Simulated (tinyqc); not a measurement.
Thermodynamics of metal silicides: hull, first phase, silicon consumed, nucleation and stability against SiO2: one step, computed by the program tinyqc. Command: `OMP_NUM_THREADS=1 python tinyqc.py 3011080 3011081 out.jsonl silphase walk`. One thread of a shared host (Intel(R) Xeon(R) Processor @ 2.30GHz), about 0.01 s of CPU time with the checks.

Entropies of formation of the solids are neglected, so heats stand for free energies. Si fractions: M2Si 0.3333, MSi 0.5000, MSi2 0.6667.

Task: Which phases are stable. A phase is stable if it lies below every straight line between a phase on its left and one on its right (M and Si at zero). Distance = its heat less the lowest such line, negative for a stable phase.

Inputs (values chosen for the exercise, of the order of those of nickel silicides for heats and volumes only): heat of formation of M2Si = -48.6 kJ/mol atoms; heat of formation of MSi = -43.5 kJ/mol atoms; heat of formation of MSi2 = -30 kJ/mol atoms.

Phases: M2Si, MSi, MSi2.

Give: distance to the lowest tie line.

Result:

distance to the lowest tie line (kJ/mol atoms): M2Si -19.6, MSi -4.2, MSi2 -1.0

All three are stable.
